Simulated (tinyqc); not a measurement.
Straight dislocations in isotropic elasticity: fields, energies, partials, Peierls stress and walls: one step, computed by the program tinyqc.

The line runs along z, the glide plane is y = 0, and beta is the angle between b and the line (0 screw, 90 degrees edge): b_e = b sin(beta) along +x with the extra half plane at y > 0, b_s = b cos(beta). Stress is positive in tension.

Task: Peierls-Nabarro core of the undissociated dislocation. Energy factor K = G [cos^2(beta) + sin^2(beta)/(1 - nu)]. Misfit energy gamma(u) = (gamma_us/2)(1 - cos(2 pi u/b)), so the largest restoring stress is tau_max = pi gamma_us/b; u(x) = b/2 + (b/pi) arctan(x/zeta), zeta = K b/(4 pi tau_max). Summing the misfit energy over atomic rows a' apart gives, for a wide core, W_P = (K b^2/pi) exp(-2 pi zeta/a') and sigma_P = (K b/a') exp(-2 pi zeta/a'); a' = b/2 for edge and 30-degree lines, b sqrt(3)/2 for screw and 60-degree lines.

Inputs (values chosen for the exercise, modelled on aluminium): Burgers vector b = 2.863 angstrom; unstable fault energy gamma_us = 255 mJ/m^2.

Character: 60-degree.

energy factor K = 34.78881 GPa

Constants: 1 eV/angstrom^3 = 160.2176634 GPa.

Give: tau_max; half width zeta; row spacing a'; Peierls barrier W_P; Peierls stress sigma_P.

Result:

tau_max = 2.798 GPa

half width zeta = 2.833 angstrom

row spacing a' = 2.479 angstrom

Peierls barrier W_P = 4.323 meV/nm

Peierls stress sigma_P = 30.65 MPa

Caution: real fcc metals have far lower Peierls stresses, since their dislocations are split into partials.
